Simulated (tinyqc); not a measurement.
# Capacitances against the space between lines

Endless row of lines of width wl, height tl and space sl between grounded planes at distance hd; e2 fills the gaps beside the lines, e1 the rest. Laplace's equation is solved on meshes of 3, 6 and 12 steps per unit u and extrapolated (Aitken), which is good to about 0.2 %. C_even (all lines at 1 V) is the capacitance Cg to the planes; C_odd (neighbours in antiphase) = Cg + 4 Cc if only nearest neighbours couple, which defines Cc; total with quiet neighbours Cg + 2 Cc. Plate values 2 eps0 e1 wl/hd and eps0 e2 tl/sl.

Inputs (values chosen for the exercise): relative permittivity above and below the lines e1 = 4.2; relative permittivity between the lines e2 = 2.7; line width, in units u wl = 6 u; line height tl = 8 u; distance to each plane hd = 6 u.

Constants: eps0 = 8.8541878128e-12 F/m. Results are converted to the units shown.

The same in every row: plate Cg (aF/um) = 74.4.

Results:
```
sl (u),Cg (aF/um),Cc (aF/um),Cg + 2 Cc (aF/um),C_odd (aF/um),plate Cc (aF/um),"share of coupling, 2 Cc/(Cg + 2 Cc) (%)"
2,97.5,128,354,609,95.6,72.4
4,117,64.7,247,376,47.8,52.4
6,134,40.2,215,295,31.9,37.5
12,167,12.7,193,218,15.9,13.2
16,178,6.18,191,203,12.0,6.48
24,187,1.49,190,193,7.97,1.57
```

Estimate the missing row, sl = 8 u.

Computed row:
```
sl (u),Cg (aF/um),Cc (aF/um),Cg + 2 Cc (aF/um),C_odd (aF/um),plate Cc (aF/um),"share of coupling, 2 Cc/(Cg + 2 Cc) (%)"
8,148,26.8,202,255,23.9,26.6
```

With this row back in the table: As sl goes from 2 to 24, Cg rises from 97.5 to 187 aF/um, Cc falls from 128 to 1.49 aF/um and the share of coupling falls from 72.4 to 1.57 %. Cg is 1.31 times its plate value in the first row and 2.52 times in the last; for Cc the ratios are 1.34 and 0.187. Neighbours in antiphase raise the load by a factor of 1.72 and 1.02 over quiet ones.

Computed by the program tinyqc: `OMP_NUM_THREADS=1 python tinyqc.py 2790148 2790149 out.jsonl`, one thread of a shared Intel Xeon 2.30GHz, about 1 s for the whole run.
